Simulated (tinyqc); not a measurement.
On-chip interconnect, size-dependent resistivity and RC delay: one step of the calculation.

A rectangular line between two neighbours and two ground planes. Surface and grain-boundary scattering are added to the bulk resistivity as corrections; capacitances are parallel-plate values without fringing; inductance is ignored.

Question. Node voltages after a time step. A 1 V step is applied behind Rd at t = 0. C dv/dt = -G v + b, with G the conductance matrix of the ladder (1/Rs between neighbours, 1/Rd added at node 0) and b = (1 V/Rd, 0, ...). Backward Euler step: (C/dt + G) v(new) = (C/dt) v + b.

Values chosen for this exercise: driver resistance Rd = 1400 ohm; time step dt = 0.44 ps.

Rs = 41.181866 ohm

| node | C (fF) | v at t = 0 (V) |
|---|---|---|
| 0 | 0.078851461 | 0 |
| 1 | 0.15770292 | 0 |
| 2 | 0.15770292 | 0 |
| 3 | 0.15770292 | 0 |
| 4 | 0.15770292 | 0 |
| 5 | 0.15770292 | 0 |
| 6 | 0.39885146 | 0 |

Wanted: v at t = 1 dt.

Answer.

| node | v at t = 1 dt (V) |
|---|---|
| 0 | 0.2430 |
| 1 | 0.2225 |
| 2 | 0.2053 |
| 3 | 0.1912 |
| 4 | 0.1798 |
| 5 | 0.1711 |
| 6 | 0.1650 |

Range of the model: The metal width is under the mean free path, where the thick-limit surface term and the simple sum of corrections lose accuracy.

Numbers from tinyqc (`OMP_NUM_THREADS=1 python tinyqc.py 2100075 2100076 out.jsonl`; about 0.01 s on one thread of a shared Intel Xeon 2.30GHz).
